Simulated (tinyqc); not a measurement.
What moves the results: band gaps under pressure and temperature from deformation potentials. A value that a table varies takes the place of the one given here.

Murnaghan: V/V0 = (1 + Bp P/B0)^(-1/Bp), B0 = (C11 + 2 C12)/3. Each gap moves by a ln(V/V0) with its volume potential a, and falls with temperature by aV T^2/(T + bV) (Varshni); the two effects are added. No change of phase is considered.

Constants: hc = 1239.841984 eV nm.

Parameters, chosen for this exercise (near those of GaAs, the X and L potentials typical of such crystals; the results hold for these values, not for the real material):
- Eg = 1.503 eV (gap at Gamma to the s-like level at 0 K, 0 GPa)
- EgX = 1.947 eV (gap to X at 0 K, 0 GPa)
- EgL = 1.835 eV (gap to L at 0 K, 0 GPa)
- C11 = 122.5 GPa
- C12 = 55.9 GPa
- Bp = 4.23 (pressure derivative of the bulk modulus)
- aG = -8.29 eV (volume potential of the Gamma gap)
- aX = 1.9 eV (volume potential of the X gap)
- aL = -2.8 eV (volume potential of the L gap)
- aV = (0.54, 0.442, 0.618) meV/K (Varshni alpha of Gamma, X, L)
- bV = (220, 204, 205) K (Varshni beta of Gamma, X, L)
- T = 77 K (temperature)
- P = 3 GPa (pressure)

## Gaps against pressure

The last column is the linear form E0 + c1 P for Gamma, c1 = -aG/B0.

Gaps (eV):
```
P (GPa)  ln(V/V0)  Gamma      X      L  lowest  Gamma, linear
0.00       0.0000  1.492  1.938  1.822   Gamma          1.492
1.00      -0.0125  1.596  1.914  1.857   Gamma          1.598
2.00      -0.0243  1.694  1.891  1.890   Gamma          1.705
3.00      -0.0356  1.787  1.870  1.922   Gamma          1.811
4.00      -0.0464  1.877  1.850  1.952       X          1.917
5.00      -0.0567  1.962  1.830  1.981       X          2.023
6.00      -0.0665  2.044  1.811  2.008       X          2.129
7.00      -0.0760  2.122  1.793  2.035       X          2.235
8.00      -0.0851  2.198  1.776  2.060       X          2.341
```

Over 8 GPa Gamma moves by +0.705, L by +0.238 and X by -0.162 eV. The lowest valley changes: Gamma to X between 3.00 and 4.00 GPa, and the fundamental gap peaks at 1.850 eV on these points. The linear form overshoots by 144 meV at the end, because the crystal stiffens; the gap is linear in ln V, not in P.

## Gaps against temperature

At the pressure P; wavelength hc/E of the lowest gap.

Gaps (eV):
```
T (K)   Gamma       X       L  lowest  wavelength (nm)
0      1.7981  1.8794  1.9347   Gamma            689.5
50     1.7931  1.8750  1.9286   Gamma            691.5
100    1.7812  1.8648  1.9144   Gamma            696.1
200    1.7466  1.8356  1.8736   Gamma            709.8
300    1.7046  1.8004  1.8245   Gamma            727.3
400    1.6587  1.7623  1.7712   Gamma            747.5
500    1.6106  1.7224  1.7155   Gamma            769.8
600    1.5610  1.6815  1.6583   Gamma            794.3
```

From 0 to 100 K the Gamma gap falls by 16.9 meV, from 500 to 600 K by 49.6 meV: quadratic below bV, linear with a slope tending to aV = 0.54 meV/K above. Gamma stays lowest. A pressure of 0.88 GPa, with the slope -aG/B0 at zero pressure, would undo the fall of the Gamma gap from 0 to 300 K.

## What each parameter does

Gaps at P and T. Each row changes one parameter from the base and keeps the others.

Results:
```
case              Gamma (eV)  X (eV)  L (eV)
base                  1.7873  1.8700  1.9217
T = 127 K             1.7730  1.8578  1.9046
C11 = 110.25 GPa      1.8023  1.8666  1.9268
C12 = 61.49 GPa       1.7748  1.8729  1.9174
Bp = 3.807            1.7894  1.8696  1.9224
aG = -7.461 eV        1.7578  1.8700  1.9217
aX = 1.71 eV          1.7873  1.8768  1.9217
aL = -3.08 eV         1.7873  1.8700  1.9316
P = 3.3 GPa           1.8145  1.8638  1.9309
```

The largest shifts from the base row, up to three for each result and ties (the steps differ in size, so this ranks the rows, not the parameters). Gamma (eV): aG -0.0295, P +0.0272, C11 +0.0151; unchanged at the printed digits by aX and aL. X (eV): T -0.0122, aX +0.0068, P -0.0062; unchanged at the printed digits by aG and aL. L (eV): T -0.0170, aL +0.0100, P +0.0092; unchanged at the printed digits by aG and aX.

Run: tinyqc, `OMP_NUM_THREADS=1 python tinyqc.py 1050207 1050208 out.jsonl`; Intel(R) Xeon(R) Processor @ 2.30GHz, one thread, shared host; about 0.01 s of CPU time with all checks.
